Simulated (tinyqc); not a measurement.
## Bandgap voltage reference from two bipolar transistors: output against temperature

Two transistors of area 1 and N carry the same current I. Is(T) = Is (T/T0)^eta exp[(Vg0 q/kB)(1/T0 - 1/T)], VBE1 = Vt ln(I/Is(T)) + I rb, VBE2 = Vt ln(I/(N Is(T))) + I rb/N. The amplifier forces I R1(T) = VBE1 - VBE2 + Vos, with R(T) = R (1 + tc (T - T0)) for both resistors, and the output is Vref = VBE1 + I R2(T). Base currents and the Early effect are neglected.

Vt = kB T/q; I = (Vt ln N + Vos)/(R1(T) - rb (1 - 1/N)).

Values chosen for this exercise; values of the order met in silicon bipolar transistors: reference temperature T0 = 298 K; band-gap voltage extrapolated to 0 K Vg0 = 1.185 V; temperature exponent of the saturation current eta = 4.3; saturation current of the unit transistor at T0 Is = 5.1e-17 A; area ratio of the second transistor N = 8; resistor across which the difference of VBE falls, at T0 R1 = 34 kohm; temperature coefficient of both resistors tc = 0 ppm/K; offset of the amplifier Vos = 0 mV; series resistance of the unit transistor rb = 120 ohm; output resistor at T0 R2 = 406 kohm.

Constants: q = 1.602176634e-19 C, kB = 1.380649e-23 J/K. Results are converted to the units shown.

Output against temperature:
```
T (K)  I (uA)  VBE1 (V)  I R2 (V)  Vref (V)  Vref - Vref(T0) (mV)  dVref/dT (uV/K)
218    1.1525   0.79138   0.46791    1.2593              -0.77531           56.450
233    1.2318   0.75989   0.50011    1.2600             -0.072050           37.527
253    1.3375   0.71748   0.54304    1.2605               0.44110           14.109
273    1.4433   0.67461   0.58597    1.2606               0.50418          -7.5267
298    1.5754   0.62045   0.63963    1.2601                     0          -32.444
323    1.7076   0.56569   0.69329    1.2590               -1.1013          -55.353
348    1.8398   0.51038   0.74695    1.2573               -2.7534          -76.552
373    1.9719   0.45455   0.80061    1.2552               -4.9167          -96.281
398    2.1041   0.39825   0.85427    1.2525               -7.5568          -114.73
423    2.2363   0.34150   0.90793    1.2494               -10.644          -132.05
```

What does the table show?

VBE1 falls by 2.19 mV/K on average and I R2 rises by 2.15 mV/K. The slope of Vref vanishes at T = 266 K. Between 233 and 398 K Vref spans 8.09 mV, or 39.0 ppm/K by the box method (span over the average over T, over 165 K).

Numbers from tinyqc (`OMP_NUM_THREADS=1 python tinyqc.py 2062058 2062059 out.jsonl`; about 0.02 s on one thread of a shared Intel Xeon 2.30GHz).
